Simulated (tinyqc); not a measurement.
Schottky diode by thermionic emission with image-force lowering and series resistance: one step of the calculation.

Metal on an n-type semiconductor with one parabolic valley; V > 0 is forward bias (metal positive). I = I0 [exp(Vj/(n Vt)) - 1] with Vj = V - I Rs; I0 = S A* T^2 exp(-(phi - dphi)/Vt), the lowering dphi taken at zero bias.

Problem. Junction voltage. Fixed-point step: I = (V - Vj)/Rs, then Vj(new) = n Vt ln(1 + I/I0).

Parameters, values chosen for the exercise; band and dielectric values those of a made-up semiconductor: temperature T = 200 K; ideality factor n = 1.04; series resistance Rs = 2.7 ohm; applied bias V = 0.31 V.

Constants: q = 1.602176634e-19 C, kB = 1.380649e-23 J/K, Vt = kB T/q. Results are converted to the units shown.

I0 = 8.5901128e-5 A
Vj after iteration 1 = 0.11718619 V

Find: Vj after iteration 2.

Solution.

Vj after iteration 2 = 0.12053 V

tinyqc, about 0.01 s, one thread, Intel Xeon 2.30GHz (shared host): `OMP_NUM_THREADS=1 python tinyqc.py 2640023 2640024 out.jsonl`
